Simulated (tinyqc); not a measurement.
# Threshold-voltage variability of a planar MOSFET, analytic estimates: two studies

Three independent sources add in quadrature: random dopants in the depleted layer, metal-gate grains of two orientations, and roughness of the two gate edges acting through the roll-off VT = VT(long) - Vr exp(-L/l). These are first-order estimates: no three-dimensional electrostatics, no percolation.

Values chosen for this exercise; material values close to those of silicon:
```
symbol,value,unit,meaning
T,293,K,temperature
Eg,1.1,eV,band gap
eps_r,11.9,,relative permittivity of the semiconductor
Nc,2.67e19,cm^-3,conduction-band density of states at T
Nv,2.55e19,cm^-3,valence-band density of states at T
Na,9.9e17,cm^-3,channel doping
ti,1,nm,oxide-equivalent thickness in inversion
L,32,nm,gate length
W,85,nm,gate width
G,4,nm,metal grain size
dW,0.15,eV,work-function difference of the two grain orientations
p,0.5,,share of the orientation of higher work function
De,1.7,nm,rms roughness of one gate edge
La,30,nm,correlation length of the roughness
l,6.2,nm,decay length of the threshold roll-off
Vr,1.6,V,prefactor of the roll-off
```

Constants: q = 1.602176634e-19 C, kB = 1.380649e-23 J/K, Vt = kB T/q, eps0 = 8.8541878128e-14 F/cm where lengths are in cm. Results are converted to the units shown.

Each table varies one quantity; the others keep the values above.

## Effect of the gate length

ni = sqrt(Nc Nv) exp(-Eg/(2 Vt)), Eg in volts; Cox = 3.9 eps0/ti; Wd = sqrt(4 eps0 eps_r Vt ln(Na/ni)/(q Na)); dopants: s1 = (q/Cox) sqrt(Na Wd/(3 L W)). Grains: Ng = L W/G^2 (at least 1), s2 = dW sqrt(p (1 - p)/Ng). Edges, with exponential correlation and u = W/La: the mean gate length has sL^2 = 2 De^2 (2/u)[1 - (1 - exp(-u))/u]; s3 = sL (Vr/l) exp(-L/l). s = sqrt(s1^2 + s2^2 + s3^2). l and Vr are held fixed.

Effect of the gate length:

| L (nm) | s1 (mV) | s2 (mV) | s3 (mV) | s (mV) | s sqrt(L W) (mV um) |
|---|---|---|---|---|---|
| 19 | 12.451 | 7.4651 | 19.883 | 24.619 | 0.98936 |
| 23 | 11.316 | 6.7850 | 10.430 | 16.819 | 0.74367 |
| 28 | 10.256 | 6.1494 | 4.6565 | 12.833 | 0.62607 |
| 34 | 9.3074 | 5.5805 | 1.7692 | 10.995 | 0.59110 |
| 40 | 8.5810 | 5.1450 | 0.67218 | 10.028 | 0.58471 |
| 49 | 7.7530 | 4.6485 | 0.15742 | 9.0411 | 0.58349 |
| 58 | 7.1261 | 4.2727 | 0.036867 | 8.3089 | 0.58340 |
| 70 | 6.4866 | 3.8892 | 0.0053218 | 7.5632 | 0.58340 |

As L goes from 19 to 70 nm, s falls from 24.6 to 7.56 mV. The largest source is the edges in the first row and the dopants in the last. The product s sqrt(L W) falls from 0.989 to 0.583 mV um: s1 and s2 go as 1/sqrt(L W), so the change comes from s3 alone. For L = 19 to 34 nm the depletion depth exceeds L, so source and drain share much of the charge and s1 is rough.

## Effect of the metal grain size

Same model as above.

l and Vr are held fixed.

The same in every row: s1 (mV) = 9.594; s3 (mV) = 2.443.

Results:

| G (nm) | s2 (mV) | s (mV) | s sqrt(L W) (mV um) |
|---|---|---|---|
| 2 | 2.876 | 10.31 | 0.5377 |
| 3 | 4.314 | 10.80 | 0.5632 |
| 5 | 7.190 | 12.24 | 0.6381 |
| 10 | 14.38 | 17.46 | 0.9105 |
| 14 | 20.13 | 22.44 | 1.170 |
| 20 | 28.76 | 30.42 | 1.586 |

Estimate the missing row, G = 7 nm.

Computed row:

| G (nm) | s2 (mV) | s (mV) | s sqrt(L W) (mV um) |
|---|---|---|---|
| 7 | 10.07 | 14.12 | 0.7363 |

With this row back in the table: As G goes from 2 to 20 nm, s rises from 10.3 to 30.4 mV. The largest source is the dopants in the first row and the grains in the last. In every row the depletion depth exceeds L, so source and drain share much of the charge and s1 is rough.

Program tinyqc, `OMP_NUM_THREADS=1 python tinyqc.py 2090092 2090093 out.jsonl`; Intel Xeon 2.30GHz, shared host, one thread, about 0.01 s.
